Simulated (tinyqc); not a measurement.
# Finite-size error of a charged defect in a periodic cell: Madelung and Makov-Payne terms, step by step

A worked calculation. Computed by tinyqc, a small Python program that keeps every step. Command: `OMP_NUM_THREADS=1 python tinyqc.py 3004845 3004846 out.jsonl imagecharge walk`. One thread of a shared host (Intel(R) Xeon(R) Processor @ 2.30GHz), about 0.02 s of CPU time with the checks. Intermediate numbers are printed to about 7 digits and carried at full precision; extremes and crossings named in words are read from the listed rows.

L is the cube root of the cell volume. The defect charge is a Gaussian, rho(r) = q (2 pi sigma^2)^(-3/2) exp(-r^2/2 sigma^2), repeated periodically in a uniform neutralising background and screened by a continuum. The model cell energy is E(L) = E_0 + [periodic - isolated electrostatic energy].

Inputs (values chosen for the exercise, for a model host): charge q = -2 e; cell length L = 14.7 angstrom; dielectric constant eps = 8.56; width sigma of the defect charge = 1.7 angstrom; formation energy of the isolated defect E_0 = 4.013 eV.

Supercell lattice: bcc. Screening: isotropic.

scatter added to the six cells, standing for numerical noise (meV): [2.9, -8.3, 14, -18, 8.6, -0.32]

Constants: e^2/(4 pi eps_0) = 14.39964548 eV angstrom.

## The cell

Cell vectors: (-1,1,1), (1,-1,1), (1,1,-1), scaled to volume L^3.

cell vectors (rows) (angstrom):
$$\begin{pmatrix}
-9.260420 & 9.260420 & 9.260420 \\
9.260420 & -9.260420 & 9.260420 \\
9.260420 & 9.260420 & -9.260420
\end{pmatrix}$$

nearest image = 16.03952 angstrom

## Madelung energy

Ewald sum for a unit point charge: scale each Cartesian component of the cell by 1/sqrt(eps_i), giving R', G' and V'; E = [ (1/2) sum erfc(eta R')/R' + (2 pi/V') sum exp(-G'^2/4 eta^2)/G'^2 - eta/sqrt(pi) - pi/(2 V' eta^2) ] e^2/(4 pi eps_0) / sqrt(eps_x eps_y eps_z), over n_i = -6..6, omitting n = (0,0,0), eta = 2/V'^(1/3). alpha = -2 E eps_g L/(e^2/(4 pi eps_0)), eps_g = (eps_x eps_y eps_z)^(1/3).

terms for a unit charge (eV): real space 0.0009505, reciprocal 0.0078436, self -0.1291266, background -0.0449387

Madelung constant alpha = 2.888462

point-charge correction -q^2 E = 0.6610850 eV

## Energy of the smeared charge in the cell

Periodic energy of the Gaussian: (2 pi q^2/V) sum_(G != 0) exp(-sigma^2 G^2)/(G.eps.G) x e^2/(4 pi eps_0), n_i = -k..k with k = max(9, L/sigma rounded up). Isolated energy: q^2/(2 sqrt(pi) sigma) <1/(n.eps.n)> e^2/(4 pi eps_0), the mean over directions n, here 1/eps.

periodic energy = 0.4939453 eV

isolated energy = 1.116565 eV

finite-size error = -0.6226201 eV

E(L) = 3.390380 eV

## Makov-Payne correction

Second radial moment Q = q <r^2> = 3 q sigma^2; E(corrected) = E(L) + q^2 alpha e^2/(4 pi eps_0)/(2 eps L) - 2 pi q Q e^2/(4 pi eps_0)/(3 eps L^3). Errors left are the corrected energies less E_0.

Q = -17.34 e angstrom^2

third-order term = -0.03846482 eV

error left after the first term = 0.03846482 eV

error left after both terms = 0 eV

third-order over first-order term, in size = 0.05818439

The point-charge term alone overcorrects by 0.0385 eV, 6 % of itself; both terms together are exact to 1e-7 eV, since the clouds do not overlap.

## A series of cells

Cells of the same shape with L scaled by 0.7, 0.85, 1, 1.25, 1.5 and 2; the scatter is added to E(L). The point-charge correction scales as 1/L from its value at the input L.

Scaling data:
```
L (angstrom)  1/L (1/angstrom)  E(L) (eV)  E(L) + point-charge correction (eV)
10.290              0.09718173   3.183628                             4.128035
12.495              0.08003201   3.289586                             4.067334
14.700              0.06802721   3.404380                             4.065465
18.375              0.05442177   3.485826                             4.014694
22.050              0.04535147   3.592274                             4.032997
29.400              0.03401361   3.686946                             4.017488
```

## Ways to reach the isolated limit

Least-squares fits of E(L) to a + b/L, a + c/L^3 or a + b/L + c/L^3; the estimate is a, and errors are against E_0.

Estimates of E_0:
```
way                              estimate (eV)  error (meV)
largest cell, uncorrected             3.686946    -326.0544
largest cell, point-charge term       4.017488       4.4881
1/L fit, three smallest               3.903701    -109.2990
1/L fit, all six                      3.947499     -65.5006
1/L^3 fit, all six                    3.622427    -390.5728
1/L and 1/L^3, three smallest         4.436374     423.3744
1/L and 1/L^3, all six                4.019315       6.3147
corrected data, 1/L^3 fit             4.012142      -0.8576
```

coefficient b of the full fit = -9.896798 eV angstrom

Best here: corrected data, 1/L^3 fit (-0.9 meV); worst: 1/L and 1/L^3, three smallest (+423 meV). The fitted b is 101.8 % of the Madelung value -q^2 alpha e^2/(8 pi eps_0 eps_g), so such a fit also measures the screening. The three-term fit to three small cells has no spare point and magnifies the scatter. A pure 1/L fit lands below E_0, because the positive 1/L^3 term flattens the small-cell points.

Checks made by the program: the same sum with another eta (relative difference below 1e-10); both terms against the exact model when the clouds do not overlap (relative difference below 1e-10).
